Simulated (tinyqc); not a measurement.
Inside a calculation: propagation of a band-gap error through k.p and effective-mass formulas. Values are carried at full precision from step to step, so a last printed digit may differ when a step is redone from the rounded ones.

Chain, for a gap E (the reference Eg or another value), with Ep and Dso kept: 1/me = 1 + Ep (E + 2 Dso/3)/(E (E + Dso)); g* = 2 - 2 Ep Dso/(3 E (E + Dso)); g1(E) = g1 + (Ep/3)(1/E - 1/Eg), g2(E) = g2 + (Ep/6)(1/E - 1/Eg), light hole 1/(g1 + 2 g2), heavy hole 1/(g1 - 2 g2) along [100]; optical constant ei(E) = 1 + (ei - 1)(EP/(EP + E - Eg))^2, static e0(E) = ei(E) + e0 - ei.

Constants: Ry = 13.60569312 eV; a0 (Bohr radius) = 0.5291772105 angstrom; kB = 8.617333262e-05 eV/K; hbar^2/2m0 = 3.80998211 eV angstrom^2.

Inputs chosen for the exercise (reference values near those of ZnSe, gap at low temperature; the results hold for these values, not for the real material):
```
symbol  value  unit        meaning
Eg      2.784  eV          gap at Gamma to the s-like level
Dso     0.393  eV          spin-orbit splitting
Ep      24     eV          Kane energy
g1      3.78               Luttinger gamma1
g2      1.24               gamma2
e0      8.74               static dielectric constant
ei      5.84               optical dielectric constant
EP      6.93   eV          mean (Penn) gap
Eg2     5.484  eV          a wrong gap, of the size a hybrid with far too much exact exchange can give
mh      0.41   m0          density-of-states mass of the holes
T       77     K           temperature
k       0.031  1/angstrom  wave vector
```

## Masses, g factor and screening for both gaps

Evaluate the chain at Eg and at Eg2.

Band values at the two gaps:
```
quantity     at Eg  at Eg2  ratio
me          0.1079  0.1894  1.755
g*           1.289   1.805      -
g1           3.780   2.365  0.626
g2           1.240  0.5326  0.430
light hole  0.1597  0.2915  1.825
heavy hole  0.7692  0.7692  1.000
ei           5.840   3.506  0.600
e0           8.740   6.406  0.733
```

The gap is off by a factor of 1.97; the electron mass follows with 1.76 and the light hole with 1.82, while the heavy hole, which does not couple to the conduction level, keeps its value. The optical constant changes less, by -40 %, as it answers to the mean gap, which shifts by the same +2.70 eV on a base of 6.93 eV. g* moves by +0.52; remote bands, left out here, shift it by tenths or, where it is large, by some per cent.

## Binding energies and densities for both gaps

Donor: R = Ry me/e0^2, a_B = a0 e0/me, Mott density (0.26/a_B)^3. Nc, Nv = 2 (m kT/(4 pi c))^(3/2), c = hbar^2/2m0, ni = sqrt(Nc Nv) exp(-E/2kT). Exciton: Ry mu/e0^2 with 1/mu = 1/me + g1(E). 1 angstrom^-3 = 1e24 cm^-3.

Use the values of the table.

Results:
```
quantity                  at Eg      at Eg2     ratio
R (meV)                   19.22       62.80      3.27
a_B (angstrom)            42.85       17.90     0.418
Mott density (cm^-3)  2.234e+17   3.067e+18      13.7
Nc (cm^-3)            1.157e+17   2.690e+17      2.33
ni (cm^-3)            2.451e-74  1.632e-162  6.66e-89
exciton (meV)             13.65       43.37      3.18
```

Power laws carry the error on: the donor energy (me/e0^2) by a factor of 3.27, the Mott density (cube of me/e0) by 13.7. ni, with its exponential, changes by a factor of 6.66e-89, that is 88.2 decades.

## A scissor shift and what it does not mend

A rigid shift D = Eg - Eg2 of the conduction band restores the gap but leaves the curvature, so the mass stays me(Eg2); redoing the sum 1/m = 1 + Ep (E + 2 Dso/3)/(E (E + Dso)) with E = Eg and the same Ep gives another mass. For optics, eps2 at the edge goes as |p|^2/E^2: a rigid shift keeps the dipole elements p/E, while shifting the energies under unchanged p scales eps2 by (Eg2/Eg)^2.

shift D = -2.700 eV
mass under a rigid shift = 0.1894 m0
mass from the sum with the corrected gap = 0.1079 m0
factor on eps2 if p is left unscaled = 3.880

The rigid shift leaves the mass off by a factor of 1.76. The mass from the corrected gap is the reference me(Eg) here, because the exercise keeps Ep fixed; a real correction of the gap depends on k and changes Ep as well.

## Far from the edge the relative error shrinks

Two-level dispersion E(k) = sqrt(E^2/4 + Ep c k^2) - E/2 at k/4, k, 4k for both gaps, c = hbar^2/2m0.

Energies above the edge:
```
k (1/angstrom)  at Eg (eV)  at Eg2 (eV)  ratio
0.00775             0.0020       0.0010  0.508
0.03100             0.0312       0.0160  0.512
0.12400             0.4366       0.2454  0.562
```

The ratio tends to Eg/Eg2 = 0.51 at k = 0 and goes from 0.508 to 0.562: at large k both curves approach the same slope sqrt(Ep c), while their distance in eV grows towards |Eg - Eg2|/2.

## Checks

- Chain at E = Eg against the inputs g1, g2, ei, e0: they agree to 1e-10 or better.

Program tinyqc; command `OMP_NUM_THREADS=1 python tinyqc.py 1851108 1851109 out.jsonl`; about 0.01 s on one thread of a shared Intel(R) Xeon(R) Processor @ 2.30GHz.
